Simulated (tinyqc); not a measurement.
Surface orientation and number of bands: six-band hole subbands of a thin body in a field.

Basis X, Y, Z times spin, hole energies counted downwards from the unstrained edge (the hydrostatic shift is left out), c = hbar^2/2m0. For a symmetric tensor T let C(T) have C_XX = L Txx + M (Tyy + Tzz), C_XY = N Txy (cyclic), L = c (g1 + 4 g2), M = c (g1 - 2 g2), N = 6 c g3. k = q + kz n, n the unit normal, q = k1 u + k2 v with u along the channel [1-10] and v = n x u. H = C(k k^T) + (Dso/3)(1 - L.sigma) - B + e F z with (L_k)_ij = -i epsilon_kij; B is the block C built from the traceless strain with 2b, -b and sqrt(3) d in place of L, M, N. Strain: exx = eyy = (s11 + s12) sx/2, ezz = s12 sx, exy = -s44 sx/4. Hard walls at z = 0 and t; basis sin(j pi z/t), j = 1 to Nz: kz^2 = (j pi/t)^2, kz = -i D with D_jl = 4 j l/(t (j^2 - l^2)), z_jj = t/2 and z_jl = -8 t j l/(pi (j^2 - l^2))^2 for j + l odd; 1 MV/cm = 0.01 eV/angstrom.

Nz = 14. E1 is the top subband at q = 0, gap the distance to the next pair, and the masses are c q^2/(E(q) - E1) at |q| = 0.02 1/angstrom (mean of the spin pair) along the channel [1-10] and across it in the plane; a dash marks a band that does not rise.

Constants: hbar^2/2m0 = 3.80998211 eV angstrom^2.

Values chosen for the exercise (near those of a p-type Si channel; not measured data): g1 = 4.3 (Luttinger gamma1); g2 = 0.34 (gamma2); g3 = 1.44 (gamma3); Dso = 0.045 eV (spin-orbit splitting); b = -2.14 eV (tetragonal potential); d = -4.79 eV (trigonal potential); S = (7.69, -2.16, 12.47) 1/TPa (compliances s11, s12, s44); t = 90 angstrom (body thickness); F = 0 MV/cm (field across the body); sx = -0.5 GPa (stress along the channel [1-10], negative in compression).

Three faces, six bands; and four bands, with Dso set to 1000 eV.

Results:
```
case           E1 (meV)  gap (meV)  m channel  m across
(001) 6 bands       5.3       24.7      0.177     1.223
(001) 4 bands       8.7       22.5      0.203     0.592
(110) 6 bands      -7.8        7.3      0.121     0.280
(110) 4 bands       0.6       25.5      0.148     0.291
(111) 6 bands      -4.1       20.4      0.144     0.559
(111) 4 bands       0.5       21.0      0.167     0.234
```

What can be read from this table?

With six bands the top subband is shallowest on (110) (-7.8 meV) and deepest on (001). Without the stress E1 would be 16.8, 6.6 and 6.6 meV, so the stress moves it by -11.6, -14.5 and -10.7 meV. The lightest channel mass is on (110) (0.121 m0). Dropping the split-off band moves E1 by 3.5, 8.4 and 4.6 meV and the gap by -2.2, 18.2 and 0.6 meV on the three faces, with Dso = 45 meV.

(tinyqc, `OMP_NUM_THREADS=1 python tinyqc.py 1281326 1281327 out.jsonl`, Intel(R) Xeon(R) Processor @ 2.30GHz, 1 thread, shared host, about 0.4 s.)
